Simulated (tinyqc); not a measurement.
Raising D: domain walls in a thin film with perpendicular anisotropy: Bloch, Neel and chiral walls, motion and stripe domains. Computed by tinyqc, a small Python program. Command: `OMP_NUM_THREADS=1 python tinyqc.py 3025527 3025528 out.jsonl mwall walk`. One thread of a shared host (Intel(R) Xeon(R) Processor @ 2.30GHz), about 0.01 s of CPU time with the checks.

One-dimensional wall: polar angle theta(x), azimuth phi of the moment in the wall (phi = 0 Neel, 90 degrees Bloch). mu_0 = 1.25663706212e-6 T m/A, gamma = 1.76085963023e11 rad/(s T).

Inputs (values chosen for the exercise, for a model film):

| quantity | value | unit |
|---|---|---|
| saturation magnetisation M_s | 875 | kA/m |
| exchange stiffness A | 21 | pJ/m |
| uniaxial anisotropy K_u | 644 | kJ/m^3 |
| DMI constant D | 2.3 | mJ/m^2 |
| thickness t | 1.9 | nm |

Method. K_eff = K_u - mu_0 M_s^2/2; Delta = sqrt(A/K_eff); sigma_0 = 4 sqrt(A K_eff); profile theta = 2 arctan exp(x/Delta); quality factor Q = 2 K_u/(mu_0 M_s^2). sigma(phi) = sigma_0 + 2 Delta K_D cos^2(phi) - pi D cos(phi), with the wall shape anisotropy K_D = N_x mu_0 M_s^2/2, N_x = t ln 2/(pi Delta). The minimum has cos(phi) = D/D_N for D < D_N = 4 Delta K_D/pi and phi = 0 beyond; sigma turns negative at D_c = (sigma_0 + 2 Delta K_D)/pi.

D_N = 0.256765 mJ/m^2

D_c = 2.48364 mJ/m^2

width parameter Delta = 11.3525 nm

sigma_0 = 7.39926 mJ/m^2

Wall against D; the last column is the Kaplan-Gehring width, log10[0.955 t exp(pi sigma/(mu_0 M_s^2 t))/nm], with a dash where it falls below 10 Delta and the formula fails:

| D (mJ/m^2) | phi (degrees) | sigma (mJ/m^2) | sigma/sigma_0 | log10 domain width |
|---|---|---|---|---|
| 0.051 | 78.543 | 7.3833 | 0.99785 | 5.7695 |
| 0.130 | 59.582 | 7.2959 | 0.98603 | 5.7042 |
| 0.210 | 35.128 | 7.1295 | 0.96354 | 5.5800 |
| 0.500 | 0.000 | 6.2318 | 0.84222 | 4.9100 |
| 0.990 | 0.000 | 4.6924 | 0.63417 | 3.7610 |
| 1.500 | 0.000 | 3.0902 | 0.41764 | 2.5652 |
| 2.000 | 0.000 | 1.5194 | 0.20534 | - |
| 2.200 | 0.000 | 0.8911 | 0.12043 | - |

What follows from these numbers?

D_N is 10 % of D_c, so a small D fixes the chirality long before it lowers the energy much. Beyond D_N sigma falls by pi per unit of D, and the domain width, which has sigma in an exponent, drops by 3.2 decades over the valid rows (values above 6 mean a single domain in any device).

Extremes, crossings and ranges named in words are read from the listed rows.
